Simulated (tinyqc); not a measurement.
What each parameter does: sp3s* tight binding with spin-orbit coupling.

sp3s* tight binding, nearest neighbours only: anion (a) at 0, cation (c) at a/4 (1,1,1), orbitals s, px, py, pz, s* on each; k in units of 2 pi/a. With phases e_j = exp(i (pi/2) k.n_j) for n = (1,1,1), (1,-1,-1), (-1,1,-1), (-1,-1,1): g0 = (e1+e2+e3+e4)/4, g1 = (e1+e2-e3-e4)/4, g2 = (e1-e2+e3-e4)/4, g3 = (e1-e2-e3+e4)/4. The diagonal holds the levels Esa, Epa, Exa (s*) and Esc, Epc, Exc. Anion-cation block: <sa|sc> = Vss g0; <sa|xc> = Vsapc g1; <xa|sc> = -Vscpa g1; <xa|xc> = Vxx g0; <xa|yc> = <ya|xc> = Vxy g3, <xa|zc> = <za|xc> = Vxy g2, <ya|zc> = <za|yc> = Vxy g1; <s*a|xc> = Vxapc g1; <xa|s*c> = -Vpaxc g1; y and z take g2 and g3 in place of g1; s-s* and s*-s* vanish.

Spin-orbit coupling acts within the p shell of each atom as (D/3) L.sigma, D = Da or Dc: it puts four states at Ep + D/3 and two at Ep - 2D/3.

Values chosen for the exercise (near a published set for GaP, fitted to gaps, whose masses and valley positions are rough; spin-orbit coupling, where it is added without a refit, lifts the valence top and shrinks all gaps by about a third of the splitting; not measured data):
- Esa = -8.224 eV (s level of the anion)
- Epa = 1.11 eV (p level of the anion)
- Esc = -2.215 eV (s level of the cation)
- Epc = 4.166 eV (p level of the cation)
- Exa = 8.46 eV (s* level of the anion)
- Exc = 7.202 eV (s* level of the cation)
- Vss = -7.447 eV (s-s)
- Vxx = 2.178 eV (px-px)
- Vxy = 5.166 eV (px-py)
- Vsapc = 4.264 eV (s anion, p cation)
- Vscpa = 6.248 eV (s cation, p anion)
- Vxapc = 4.681 eV (s* anion, p cation)
- Vpaxc = 5.166 eV (p anion, s* cation)
- Da = 0.067 eV (atomic spin-orbit splitting, anion)
- Dc = 0.179 eV (the same, cation)

Gaps from the top of the valence band at Gamma; Delta is the minimum on (x,0,0), 0.5 <= x <= 1.

Results for these values:
```
case,Ev (eV),gap Gamma (eV),gap Delta (eV),gap L (eV)
base,0.0077,2.8030,2.3131,2.3244
```

What happens to each result for Esa = -8.524 eV, all else kept?

Answer: Ev does not change at the printed digits; gap Gamma falls from 2.8030 to 2.7104; gap Delta falls from 2.3131 to 2.2856; gap L falls from 2.3244 to 2.2795.

The same for each parameter in turn:
```
case,Ev (eV),gap Gamma (eV),gap Delta (eV),gap L (eV)
base,0.0077,2.8030,2.3131,2.3244
Vscpa = 6.048 eV,0.0077,2.8030,2.3131,2.2685
Esa = -8.524 eV,0.0077,2.7104,2.2856,2.2795
Vss = -7.747 eV,0.0077,3.0820,2.3131,2.3973
Epa = 0.81 eV,-0.2319,3.0426,2.5526,2.5446
Epc = 3.966 eV,-0.0357,2.8464,2.2413,2.3178
Vsapc = 4.564 eV,0.0077,2.8030,2.4542,2.4224
```

Vscpa and Vsapc cannot move Ev or the gap at Gamma, whose blocks do not hold them; s parameters never move Ev, and move the gap only where the lowest empty level at Gamma is s-like.

Program tinyqc; command `OMP_NUM_THREADS=1 python tinyqc.py 1450820 1450821 out.jsonl`; about 0.2 s on one thread of a shared Intel(R) Xeon(R) Processor @ 2.30GHz.
